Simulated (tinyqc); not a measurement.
From results back to parameters: donors with valley-orbit split 1s states. Five cases, with inputs chosen for the exercise.

Problem. The electron density is given and ND is hidden.

Each donor binds at most one electron, in any of its states. For a site s, W_s = sum over its states of g exp(E/kT), and the ionised share is 1/(1 + W_s exp(eta)), eta = (EF - Ec)/kT; n = Nc F_1/2(eta); neutrality n + NA = ND x (mean ionised share); holes are neglected. Nc from N = 2 (m kB T/(4 pi c))^(3/2) with c = hbar^2/2m0, in 1/angstrom^3; times 1e24 for 1/cm^3, m = md. F_j(eta) = (1/Gamma(j + 1)) integral_0^infinity x^j dx/(1 + exp(x - eta)), which tends to exp(eta) for eta << 0.

Constants: hbar^2/2m0 = 3.80998211 eV angstrom^2; kB = 8.617333262e-05 eV/K.

Find: eta; mean ionised share; ND.

Method. n/Nc gives eta, eta and W_s give the ionised share, and ND = (n + NA)/share.

Case 1.

Values chosen (near those of Sb in Si; shifted at random, so the results belong to these values and not to a real crystal): md = 1.051 m0 (density-of-states mass of the conduction band); E = (43.5, 33.6, 31) meV (binding energies of 1s(A1), 1s(T2), 1s(E)); g = (2, 6, 4) (their degeneracies with spin); T = 225 K; NA = 3.4e+14 1/cm^3 (compensating acceptors, all ionised).

n = 1.6465e+15 1/cm^3

Solution.

eta = -9.275
mean ionised share = 0.993
ND = 2.0e+15 1/cm^3

Case 2.

Values chosen (near those of Sb in Si; shifted at random, so the results belong to these values and not to a real crystal): md = 1.075 m0 (density-of-states mass of the conduction band); E = (42, 32.3, 29.2) meV (binding energies of 1s(A1), 1s(T2), 1s(E)); g = (2, 6, 4) (their degeneracies with spin); T = 300 K; NA = 0 1/cm^3 (compensating acceptors, all ionised).

n = 1.0337e+17 1/cm^3

Solution.

eta = -5.599
mean ionised share = 0.861
ND = 1.2e+17 1/cm^3

Case 3.

Values chosen (near those of P in Si; shifted at random, so the results belong to these values and not to a real crystal): md = 1.082 m0 (density-of-states mass of the conduction band); E = (45, 33.7, 31.4) meV (binding energies of 1s(A1), 1s(T2), 1s(E)); g = (2, 6, 4) (their degeneracies with spin); T = 200 K; NA = 0 1/cm^3 (compensating acceptors, all ionised).

n = 3.8451e+17 1/cm^3

Solution.

eta = -3.680
mean ionised share = 0.296
ND = 1.3e+18 1/cm^3

Case 4.

Values chosen (near those of P in Si; shifted at random, so the results belong to these values and not to a real crystal): md = 1.049 m0 (density-of-states mass of the conduction band); E = (45.7, 33.7, 33.2) meV (binding energies of 1s(A1), 1s(T2), 1s(E)); g = (2, 6, 4) (their degeneracies with spin); T = 200 K; NA = 0 1/cm^3 (compensating acceptors, all ionised).

n = 1.0291e+16 1/cm^3

Solution.

eta = -7.262
mean ionised share = 0.936
ND = 1.1e+16 1/cm^3

Case 5.

Values chosen (near those of Sb in Si; shifted at random, so the results belong to these values and not to a real crystal): md = 1.077 m0 (density-of-states mass of the conduction band); E = (43.8, 33.8, 31) meV (binding energies of 1s(A1), 1s(T2), 1s(E)); g = (2, 6, 4) (their degeneracies with spin); T = 350 K; NA = 0 1/cm^3 (compensating acceptors, all ionised).

n = 1.9957e+15 1/cm^3

Solution.

eta = -9.782
mean ionised share = 0.998
ND = 2.0e+15 1/cm^3

Computed by tinyqc, one run a case: `OMP_NUM_THREADS=1 python tinyqc.py N N+1 out.jsonl` with N = 1681436, 1681521, 1681606, 1681609, 1681681; one thread of a shared Intel(R) Xeon(R) Processor @ 2.30GHz, about 0.01 s a run at most.
